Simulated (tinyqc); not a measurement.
# MOSFET with velocity saturation and source resistance: effects of single changes

Strong inversion, charge Q = Cox (Vg - m V) at channel potential V with Vg the gate overdrive, and drift velocity v = mu E/(1 + mu E/vsat). Integrating along the channel gives I = mu Cox (1/L)(Vg Vd - m Vd^2/2)/(1 + Vd/Vc) per width, Vc = vsat L/mu, which peaks at Vdsat. Units: I in uA/um, Rs in ohm um, so the drop over Rs is 1e-6 I Rs volts.

Values chosen for this exercise: gate capacitance Cox = 0.51 uF/cm^2; mobility at low gate voltage mu0 = 480 cm^2/(V s); mobility degradation th = 0 1/V; saturation velocity vsat = 8.1e6 cm/s; body factor m = 1.28; threshold VT = 0.46 V; channel length L = 2 um; source resistance Rs = 100 ohm um; gate voltage Vgs = 1.8 V.

Each table varies one quantity; the others keep the values above.

## Effect of the mobility degradation

Vg = Vgs - I Rs - VT (0 if negative), mu = mu0/(1 + th Vg), Vc = vsat L/mu, x = sqrt(1 + 2 Vg/(m Vc)), Vdsat = 2 Vg/(m (1 + x)), Isat = Cox vsat Vg (x - 1)/(x + 1) per width. I = Isat is solved self-consistently; gm = dI/dVgs; Vdsat is the intrinsic value. The velocity at the source is I/(Cox Vg).

Results:
```
th (1/V)  Vc (V)  Vdsat (V)  Isat (uA/um)  gm (uS/um)  velocity at the source/vsat
0          3.375     0.9171         65.89       87.50                       0.1196
0.2        4.276     0.9394         54.57       66.90                      0.09898
0.4        5.178     0.9551         46.58       53.79                      0.08445
0.6        6.080     0.9668         40.65       44.79                      0.07365
1          7.887     0.9831         32.40       33.35                      0.05867
1.2        8.790     0.9889         29.42       29.51                      0.05326
```

Estimate the missing row, th = 0.8 1/V.

Computed row:
```
th (1/V)  Vc (V)  Vdsat (V)  Isat (uA/um)  gm (uS/um)  velocity at the source/vsat
0.8        6.983     0.9759         36.05       38.27                      0.06531
```

With this row back in the table: As th goes from 0 to 1.2 1/V, Isat falls from 65.9 to 29.4 uA/um, Vdsat rises from 0.917 to 0.989 V and gm falls from 87.5 to 29.5 uS/um; the velocity at the source goes from 0.12 to 0.053 of vsat.

## Effect of the source resistance

Same model as above.

The same in every row: Vc (V) = 3.3750.

Effect of the source resistance:
```
Rs (ohm um)  Vdsat (V)  Isat (uA/um)  gm (uS/um)  velocity at the source/vsat
0              0.92116        66.472      88.575                      0.12008
50             0.91913        66.179      88.032                      0.11985
100            0.91712        65.889      87.497                      0.11962
200            0.91314        65.318      86.447                      0.11916
300            0.90922        64.760      85.424                      0.11871
500            0.90158        63.675      83.455                      0.11783
800            0.89055        62.127      80.679                      0.11656
```

As Rs goes from 0 to 800 ohm um, Isat falls from 66.5 to 62.1 uA/um, Vdsat falls from 0.921 to 0.891 V and gm falls from 88.6 to 80.7 uS/um; the velocity at the source goes from 0.12 to 0.12 of vsat.

## Effect of the channel length

Same model as above.

Results:
```
L (um)    Vc (V)  Vdsat (V)  Isat (uA/um)  gm (uS/um)  velocity at the source/vsat
0.03    0.050625    0.27411        392.40      336.95                      0.73026
0.11     0.18563    0.45814        298.95      285.59                      0.55238
0.2      0.33750    0.56113        246.66      251.47                      0.45394
0.39     0.65812    0.68051        186.04      205.68                      0.34081
0.73      1.2319    0.78586        132.54      158.34                      0.24183
1.4       2.3625    0.87727        86.125      110.62                      0.15659
2.6       4.3875    0.94165        53.432      72.465                     0.096911
5         8.4375    0.98679        30.512      43.068                     0.055246
```

Estimate the missing row, L = 0.057 um.

Computed row:
```
L (um)    Vc (V)  Vdsat (V)  Isat (uA/um)  gm (uS/um)  velocity at the source/vsat
0.057   0.096187    0.35700        350.31      315.16                      0.64983
```

With this row back in the table: As L goes from 0.03 to 5 um, Isat falls from 392 to 30.5 uA/um, Vdsat rises from 0.274 to 0.987 V and gm falls from 337 to 43.1 uS/um; the velocity at the source goes from 0.73 to 0.055 of vsat. Isat goes as L^(-0.18) between the first two rows and as L^(-0.86) between the last two. For L = 0.03 to 0.057 um the channel is so short that velocity overshoot and near-ballistic transport, left out here, matter.

Program tinyqc, `OMP_NUM_THREADS=1 python tinyqc.py 2500032 2500033 out.jsonl`; Intel Xeon 2.30GHz, shared host, one thread, about 0.01 s.
